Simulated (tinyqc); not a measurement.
# Floating body of a partially depleted SOI transistor: body voltage and kink: what changes with what

Source at 0 V. Channel current Ic = 2 nf K Vt^2 [F(0) - F(Vd)](1 + la Vd), F(V) = ln^2(1 + exp((Vg - VT - nf V)/(2 nf Vt))), VT = VT0 - gb Vb. Saturation voltage Vs = 2 Vt sqrt(F(0)) + 3 Vt, excess Ve = (Vd - Vs + sqrt((Vd - Vs)^2 + 0.0004 V^2))/2, multiplication M1 = Ai Ve exp(-Bl/Ve). Each junction passes D(v) = J1 (exp(v/Vt) - 1) + J2 (exp(v/(2 Vt)) - 1). Bipolar current Ib = bb J1 (exp(Vb/Vt) - 1). The body settles where M1 (Ic + Ib) = D(Vb) + D(Vb - Vd) + Vb/Rb; drain current Id = (1 + M1)(Ic + Ib) - D(Vb - Vd).

Parameters, values chosen for the exercise; values of the order met in partially depleted silicon-on-insulator transistors:
```
symbol    value         unit                                                                                            meaning
T           330            K                                                                                        temperature
VT0        0.55            V                                                                     threshold at zero body voltage
gb         0.15                                                                  fall of the threshold per volt of body voltage
nf         1.36                                                                                                    slope factor
K           230  uA/(V^2 um)                                                                              gain factor per width
la         0.05          1/V                                                                   channel-length modulation factor
Ai         2.72          1/V                                                                        impact-ionisation prefactor
Bl          8.2            V                                                                          impact-ionisation voltage
J1      4.4e-12        uA/um                                                      diffusion saturation current of each junction
J2       3.5e-8        uA/um                                                  recombination saturation current of each junction
bb            3                                                 gain of the lateral bipolar transistor on the diffusion current
Rb          1e9      kohm um  resistance of a weak body tie to the source (1e9 stands for no tie, and the term is then dropped)
Vg         0.86            V                                                                                       gate voltage
Vd            2            V                                                                                      drain voltage
```

Constants: q = 1.602176634e-19 C, kB = 1.380649e-23 J/K, Vt = kB T/q. Results are converted to the units shown.

Each table varies one quantity; the others keep the values above.

## Output curve and kink

Rows with more than one solution for Vb (latch) are left out; dId/dVd by a forward difference over 1e-4 V, swing = 1e-4 V over the change of log10 Id; M1 under 1e-12 is printed as 0.

Results:

| Vd (V) | Vb (V) | M1 | Id, floating (uA/um) | Id, grounded (uA/um) | ratio | dId/dVd, floating (uS/um) | dId/dVd, grounded (uS/um) |
|---|---|---|---|---|---|---|---|
| 0.8 | 0.1396 | 3.490e-8 | 9.694 | 8.527 | 1.137 | 14.21 | 0.4100 |
| 1 | 0.4137 | 4.830e-6 | 12.33 | 8.609 | 1.432 | 10.30 | 0.4119 |
| 1.2 | 0.5470 | 1.100e-4 | 13.82 | 8.693 | 1.589 | 5.394 | 0.4332 |
| 1.4 | 0.6160 | 8.838e-4 | 14.73 | 8.787 | 1.676 | 4.072 | 0.5178 |
| 1.6 | 0.6614 | 0.003839 | 15.55 | 8.908 | 1.745 | 4.358 | 0.7145 |
| 2 | 0.7214 | 0.02658 | 18.14 | 9.338 | 1.943 | 9.964 | 1.535 |
| 2.2 | 0.7440 | 0.05217 | 20.78 | 9.705 | 2.141 | 17.23 | 2.149 |

Estimate the missing row, Vd = 1.8 V.

Computed row:

| Vd (V) | Vb (V) | M1 | Id, floating (uA/um) | Id, grounded (uA/um) | ratio | dId/dVd, floating (uS/um) | dId/dVd, grounded (uS/um) |
|---|---|---|---|---|---|---|---|
| 1.8 | 0.6949 | 0.01143 | 16.57 | 9.082 | 1.825 | 6.149 | 1.052 |

With this row back in the table: Vb rises from 0.140 to 0.744 V and the ratio of the currents rises from 1.14 to 2.14. The output conductance with a floating body exceeds the grounded value by the largest factor among the rows, 34.7, at Vd = 0.8 V, where Vb = 0.140 V and M1 = 3.49e-8.

## Transfer curve and swing

Same model as above.

Results:

| Vg (V) | Vb (V) | M1 | Id, floating (uA/um) | Id, grounded (uA/um) | ratio | swing, floating (mV/decade) | swing, grounded (mV/decade) |
|---|---|---|---|---|---|---|---|
| 0.1 | 0.1753 | 0.07186 | 1.041e-5 | 5.296e-6 | 1.966 | 71.64 | 89.78 |
| 0.2 | 0.3526 | 0.07167 | 2.725e-4 | 6.931e-5 | 3.932 | 70.55 | 89.58 |
| 0.3 | 0.5008 | 0.07080 | 0.006489 | 8.938e-4 | 7.260 | 76.55 | 90.81 |
| 0.5 | 0.6531 | 0.06069 | 0.7832 | 0.1054 | 7.430 | 136.8 | 109.4 |
| 0.6 | 0.6878 | 0.05062 | 3.045 | 0.6728 | 4.525 | 214.0 | 145.7 |
| 0.7 | 0.7070 | 0.04037 | 7.345 | 2.515 | 2.921 | 319.5 | 213.1 |
| 0.8 | 0.7176 | 0.03131 | 13.56 | 6.197 | 2.189 | 439.1 | 306.5 |
| 0.9 | 0.7232 | 0.02371 | 21.53 | 11.81 | 1.822 | 563.0 | 414.3 |

Estimate the missing row, Vg = 0.4 V.

Computed row:

| Vg (V) | Vb (V) | M1 | Id, floating (uA/um) | Id, grounded (uA/um) | ratio | swing, floating (mV/decade) | swing, grounded (mV/decade) |
|---|---|---|---|---|---|---|---|
| 0.4 | 0.5938 | 0.06776 | 0.1000 | 0.01075 | 9.300 | 94.95 | 95.24 |

With this row back in the table: Vb rises from 0.175 to 0.723 V. The smallest swing among the rows is 70.5 mV a decade with a floating body (at Vg = 0.2 V) and 89.6 with a grounded one; Vt ln 10 = 65.5. The floating swing is smaller by more than 3 % for Vg = 0.1, 0.2, 0.3 V, where the rising Vb lowers the threshold as Vg rises. In the first row the floating body raises the current by a factor of 1.97.

Range of the model: The multiplication law is an empirical form chosen for the exercise; self-heating and capacitive coupling to the body are left out, and the linear laws are rough once Vb passes about 0.7 V or M1 about 0.1.

Computed by the program tinyqc: `OMP_NUM_THREADS=1 python tinyqc.py 2182212 2182213 out.jsonl`, one thread of a shared Intel Xeon 2.30GHz, about 0.2 s for the whole run.
